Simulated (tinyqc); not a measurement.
Donors with valley-orbit split 1s states: sweeps and comparisons. A value that a table varies takes the place of the one given here.

Each donor binds at most one electron, in any of its states. For a site s, W_s = sum over its states of g exp(E/kT), and the ionised share is 1/(1 + W_s exp(eta)), eta = (EF - Ec)/kT; n = Nc F_1/2(eta); neutrality n + NA = ND x (mean ionised share); holes are neglected. Nc from N = 2 (m kB T/(4 pi c))^(3/2) with c = hbar^2/2m0, in 1/angstrom^3; times 1e24 for 1/cm^3, m = md. F_j(eta) = (1/Gamma(j + 1)) integral_0^infinity x^j dx/(1 + exp(x - eta)), which tends to exp(eta) for eta << 0.

Mobility (Caughey-Thomas form): mu = mu0 + (mu1 (T/300)^(-ga) - mu0)/(1 + ((ND + NA)/Nr)^de); rho = 1/(e n mu), e = 1.602176634e-19 C.

Constants: hbar^2/2m0 = 3.80998211 eV angstrom^2; kB = 8.617333262e-05 eV/K.

Inputs chosen for the exercise (near those of As in Si; shifted at random, so the results belong to these values and not to a real crystal): md = 1.081 m0 (density-of-states mass of the conduction band); E = (52.4, 32, 30.8) meV (binding energies of 1s(A1), 1s(T2), 1s(E)); g = (2, 6, 4) (their degeneracies with spin); ND = 4.1e+16 1/cm^3 (donors); NA = 0 1/cm^3 (compensating acceptors, all ionised); T = 200 K; mu0 = 63 cm^2/(V s) (mobility at heavy doping); mu1 = 1410 cm^2/(V s) (mobility at light doping and 300 K); Nr = 8.7e+16 1/cm^3 (reference doping); de = 0.72 (doping exponent); ga = 2.3 (temperature exponent).

## What the excited states change

The last columns keep only the ground state of each site (g = 2).

Results:
```
T (K)  effective degeneracy    eta  n (1/cm^3)  n, ground states only  ratio
40                     2.02  -9.71    8.33e+13               8.38e+13  0.994
60                     2.18  -7.53    1.35e+15               1.41e+15  0.959
80                     2.49  -6.60    5.28e+15               5.84e+15  0.904
110                    3.11  -6.06    1.45e+16               1.72e+16  0.846
150                    3.99  -5.96    2.57e+16               3.03e+16  0.848
200                    4.98  -6.13    3.34e+16               3.72e+16  0.898
250                    5.80  -6.37    3.68e+16               3.94e+16  0.936
300                    6.46  -6.60    3.84e+16               4.01e+16  0.958
400                    7.46  -7.00    3.98e+16               4.07e+16  0.978
500                    8.16  -7.32    4.03e+16               4.08e+16  0.987
```

How do the results move?

The effective degeneracy grows from 2.02 to 8.16. Excited states hold electrons back, so the ratio is never above 1; it is lowest, 0.846, at 110 K of those listed, and 0.958 at 300 K. At low T the excited states empty out, and at high T more donors are ionised (n is 98 % of ND - NA in the last row), so the effect is largest in between.

## Ionisation and resistivity against doping

NA = 0.

Results:
```
ND (1/cm^3)  n (1/cm^3)   n/ND  mu (cm^2/(V s))  rho (ohm cm)  rho at full ionisation
1.0e+14        9.99e+13  0.999             3556          17.6                    17.6
1.0e+15        9.93e+14  0.993             3447          1.82                    1.81
1.0e+16        9.40e+15  0.940             2970         0.224                   0.210
3.0e+16        2.56e+16  0.852             2466        0.0990                  0.0844
1.0e+17        6.83e+16  0.683             1735        0.0527                  0.0360
3.0e+17        1.49e+17  0.497             1087        0.0386                  0.0191
1.0e+18        3.16e+17  0.316              581        0.0340                  0.0108
2.0e+18        4.72e+17  0.236              396        0.0334                 0.00787
```

How do the results move?

From 1e16 to 1e18 1/cm^3 rho falls by a factor 6.58, not 100: the mobility takes a factor 5.12 and incomplete ionisation 2.97. n/ND is below 0.9 from 3e+16 1/cm^3 on. From a few times 1e18 1/cm^3 on, depending on the dopant, the levels merge with the band, and already below that screening lowers the binding energy, so the last rows understate n.

## Compensation sets the slope of the freeze-out

NA = K ND. The slope energy is -d ln(n T^(-p))/d(1/kT) between 30 and 36 K, with p = 3/4 for K = 0 and p = 3/2 otherwise.

Results:
```
K       n(30 K) (1/cm^3)  n(36 K) (1/cm^3)  slope energy (meV)
0               5.36e+12          3.32e+13               26.16
0.0010          6.89e+11          1.85e+13               46.80
0.010           6.94e+10          2.65e+12               52.23
0.050           1.33e+10          5.11e+11               52.33
0.20            2.80e+09          1.08e+11               52.33
0.50            7.01e+08          2.69e+10               52.33
```

What does this show, and why?

Without acceptors the slope is 26.16 meV, against half the ground-state energy, 26.20; with K = 0.05 it is 52.33 meV, against the full 52.4. The full energy (less a few meV where excited levels lie within a few kT) shows where n is far below NA, since the acceptors then hold EF near the donor level: n(36 K)/NA is 0.45 for K = 0.001 and 0.00025 for K = 0.05; where it is not small, the slope falls short of the full energy.

## What moves the carrier density

All results formed anew. Each row changes one parameter from the base and keeps the others.

Results:
```
case                         eta  n (1/cm^3)  rho (ohm cm)
base                      -6.129   3.342e+16       0.08162
E = (57.4, 32, 30.8) meV  -6.150   3.274e+16       0.08331
md = 1.189 m0             -6.251   3.414e+16       0.07989
ND = 8.2e+16 1/cm^3       -5.566   5.864e+16       0.05721
NA = 4.1e+15 1/cm^3       -6.238   2.997e+16       0.09332
T = 230 K                 -6.271   3.578e+16        0.1047
Nr = 1.74e+17 1/cm^3      -6.129   3.342e+16       0.07010
```

What can be read from the table?

The largest shifts from the base row, up to three for each result and ties (the steps differ in size, so this ranks the rows, not the parameters). eta: ND +0.563, T -0.142, md -0.122; unchanged at the printed digits by Nr. n (1/cm^3): ND +2.52e+16, NA -3.45e+15, T +2.36e+15; unchanged at the printed digits by Nr. rho (ohm cm): ND -0.0244, T +0.0231, NA +0.0117.

(tinyqc, `OMP_NUM_THREADS=1 python tinyqc.py 1651109 1651110 out.jsonl`, Intel(R) Xeon(R) Processor @ 2.30GHz, 1 thread, shared host, about 0.01 s.)
